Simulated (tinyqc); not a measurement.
Worked calculation: empirical pseudopotential in a few plane waves. One step of it, computed by the program tinyqc.

Problem. Bloch Hamiltonian at k. Basis: the 15 shortest G (labels in 2 pi/a), the same at every k. H(G,G') = c |k + G|^2 delta + VS(|G-G'|^2) cos((G-G').tau) + i VA sin((G-G').tau), tau = a/8 (1,1,1); 1 Ry = 13.605693 eV.

Parameters chosen for this model: fcc lattice, atoms at +/- a/8 (1,1,1); form factors in rydberg at |G|^2 in units of (2 pi/a)^2:
```
parameter                 value      unit
a                      5.340000  angstrom
VS(3)                 -0.252000        Ry
VS(8)                  0.008000        Ry
VS(11)                 0.071000        Ry
VA(3)                  0.142000        Ry
VA(4)                  0.083000        Ry
VA(11)                 0.026000        Ry
hbar^2/2m (2 pi/a)^2   5.274729        eV
```

k point k (2 pi / a): -0.440000  0.590000  -0.330000

Give: H(k) at k.

Solution.

H(k) at k (eV), lower triangle (Hermitian):
```
                 +0+0+0           -1-1-1           -1-1+1           -1+1-1
+0+0+0           3.4317
-1-1-1   2.4244-1.3661i          21.1548
-1-1+1  -2.4244-1.3661i   0.0000+1.1293i          14.1922
-1+1-1  -2.4244-1.3661i   0.0000+1.1293i           0.1088          33.6032
-1+1+1  -2.4244+1.3661i          -0.1088   0.0000+1.1293i   0.0000+1.1293i
+1-1-1  -2.4244-1.3661i   0.0000+1.1293i           0.1088           0.1088
+1-1+1  -2.4244+1.3661i          -0.1088   0.0000+1.1293i           0.0000
+1+1-1  -2.4244+1.3661i          -0.1088           0.0000   0.0000+1.1293i
+1+1+1   2.4244+1.3661i           0.0000          -0.1088          -0.1088
-2+0+0   0.0000-1.1293i  -2.4244+1.3661i  -2.4244-1.3661i  -2.4244-1.3661i
+0-2+0   0.0000-1.1293i  -2.4244+1.3661i  -2.4244-1.3661i   0.6831-0.2501i
+0+0-2   0.0000-1.1293i  -2.4244+1.3661i   0.6831-0.2501i  -2.4244-1.3661i
+0+0+2   0.0000+1.1293i  -0.6831-0.2501i   2.4244+1.3661i  -0.6831+0.2501i
+0+2+0   0.0000+1.1293i  -0.6831-0.2501i  -0.6831+0.2501i   2.4244+1.3661i
+2+0+0   0.0000+1.1293i  -0.6831-0.2501i  -0.6831+0.2501i  -0.6831+0.2501i

                 -1+1+1           +1-1-1           +1-1+1           +1+1-1
-1+1+1          26.6405
+1-1-1           0.0000          11.8713
+1-1+1           0.1088   0.0000+1.1293i           4.9087
+1+1-1           0.1088   0.0000+1.1293i           0.1088          24.3197
+1+1+1   0.0000+1.1293i          -0.1088   0.0000+1.1293i   0.0000+1.1293i
-2+0+0   2.4244-1.3661i   0.6831-0.2501i  -0.6831-0.2501i  -0.6831-0.2501i
+0-2+0  -0.6831-0.2501i  -2.4244-1.3661i   2.4244-1.3661i  -0.6831-0.2501i
+0+0-2  -0.6831-0.2501i  -2.4244-1.3661i  -0.6831-0.2501i   2.4244-1.3661i
+0+0+2  -2.4244+1.3661i  -0.6831+0.2501i  -2.4244+1.3661i   0.6831+0.2501i
+0+2+0  -2.4244+1.3661i  -0.6831+0.2501i   0.6831+0.2501i  -2.4244+1.3661i
+2+0+0   0.6831+0.2501i   2.4244+1.3661i  -2.4244+1.3661i  -2.4244+1.3661i

                 +1+1+1   -2+0+0   +0-2+0   +0+0-2
+1+1+1          17.3570
-2+0+0  -0.6831+0.2501i  33.8142
+0-2+0  -0.6831+0.2501i   0.1088  12.0823
+0+0-2  -0.6831+0.2501i   0.1088   0.1088  31.4933
+0+0+2  -2.4244-1.3661i  -0.1088  -0.1088   0.0000
+0+2+0  -2.4244-1.3661i  -0.1088   0.0000  -0.1088
+2+0+0  -2.4244-1.3661i   0.0000  -0.1088  -0.1088

         +0+0+2   +0+2+0   +2+0+0
+0+0+2  17.5680
+0+2+0   0.1088  36.9790
+2+0+0   0.1088   0.1088  15.2471
```
